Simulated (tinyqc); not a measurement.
Penn model of the dielectric constant and Phillips ionicity, step by step. Values are carried at full precision from step to step, so a last printed digit may differ when a step is redone from the rounded ones.

n = 32/a^3; Ep^2 = 8 pi c e2 n with c = hbar^2/2m0, e2 = e^2/(4 pi eps0); EF = c (3 pi^2 n)^(2/3); eps = 1 + (Ep/Eg)^2 S with S = 1 - Eg/(4 EF) + (Eg/(4 EF))^2/3, Eg the Penn gap. Core d shells are left out.

Constants: hbar^2/2m0 = 3.80998211 eV angstrom^2; e^2/(4 pi eps0) = 14.39964547 eV angstrom.

Inputs chosen for the exercise (out of a larger set: near those of Si; not measured data): a = 5.444 angstrom (cubic lattice constant, 32 valence electrons a cell); ei = 12.34 (high-frequency dielectric constant).

## Valence electron gas

Evaluate n, Ep and EF.

n = 0.19833 1/angstrom^3
Ep = 16.537 eV
EF = 12.401 eV

## Penn gap from the dielectric constant

Start with S = 1 and repeat Eg = Ep sqrt(S/(ei - 1)) until Eg changes by less than 1e-6 eV.

Iterations:

| step | Eg in (eV) | S | Eg out (eV) |
|---|---|---|---|
| 1 | 4.9108 | 0.9043 | 4.6698 |
| 2 | 4.6698 | 0.9088 | 4.6815 |
| 3 | 4.6815 | 0.9086 | 4.6809 |
| 4 | 4.6809 | 0.9086 | 4.6810 |
| 5 | 4.6810 | 0.9086 | 4.6810 |
| 6 | 4.6810 | 0.9086 | 4.6810 |

Penn gap Eg = 4.681 eV

The factor S lowers the gap by 0.230 eV from the first estimate. The Penn gap is a mean bonding-antibonding separation, near the main peak of eps2, not the smallest gap.

## Homopolar and ionic parts

Phillips: bond length d = sqrt(3) a/4; homopolar gap Eh = 39.74 d^(-2.48) eV (d in angstrom); Eg^2 = Eh^2 + C^2; ionicity fi = C^2/Eg^2.

Split the gap; where Eg is below Eh or within 3 % of it, C is taken as zero.

d = 2.3573 angstrom
Eh = 4.738 eV
C = 0.00 eV
fi = 0.000

Eg/Eh = 0.988: the bond is covalent within the accuracy of the rule.

## Checks

- Penn gap by iteration against bisection (eV): both 4.681.

Computed by tinyqc, a small Python program: `OMP_NUM_THREADS=1 python tinyqc.py 1652552 1652553 out.jsonl` (the numbers bound the seed that draws the inputs); one thread of a shared host (Intel(R) Xeon(R) Processor @ 2.30GHz), about 0.01 s for the whole set of steps.
